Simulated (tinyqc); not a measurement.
Pillar capacitor in an array: capacitance, non-linearity, leakage and relaxation: one step of the calculation.

A film between two metal electrodes, each interface adding a series capacitance ci. The small-signal permittivity is ek (1 + aq E^2); the field is found with the linear permittivity. Leakage J = J0 sinh(E/Ef). After a voltage step the film passes a relaxation current kr C V tt^(-nr), tt being the time in seconds. The sidewall is a coaxial capacitor with radii a = dm/2 and b = dm/2 + t, depth AR dm; the end face is left out.

Problem. Cell capacitance, fields and time constant. Per length 1/c = ln(b/a)/(2 pi eps0 ek) + (1/a + 1/b)/(2 pi ci); cell capacitance c AR dm; per footprint over pt^2; fields c V/(2 pi eps0 ek r) at r = a and b; resistance of the inner electrode rho AR dm/(pi a^2); time constant R C/3 of the distributed line.

Parameters, values chosen for the exercise; permittivity of the order of that of tantalum oxide: relative permittivity of the film ek = 23.6; film thickness t = 15 nm; capacitance of each electrode interface (dead layer and screening) ci = 280 uF/cm^2; bias V = 0.9 V; diameter of the pillar dm = 120 nm; aspect ratio, depth over diameter AR = 50; pitch of the square array pt = 220 nm; resistivity of the inner electrode rho = 210 uohm cm.

Constants: eps0 = 8.8541878128e-14 F/cm where lengths are in cm. Results are converted to the units shown.

Give: a; b; cell capacitance; capacitance per footprint; field at a; field at b; R; R C/3.

Solution.

a = 60.00 nm
b = 75.00 nm
cell capacitance = 34.95 fF
capacitance per footprint = 72.21 uF/cm^2
field at a = 0.6655 MV/cm
field at b = 0.5324 MV/cm
R = 1.114 kohm
R C/3 = 12.98 ps

The array gives 52.4 times the planar capacitance per footprint; curvature makes the field at the inner electrode 1.12 times the planar value.

tinyqc, about 0.01 s, one thread, Intel Xeon 2.30GHz (shared host): `OMP_NUM_THREADS=1 python tinyqc.py 2102011 2102012 out.jsonl`
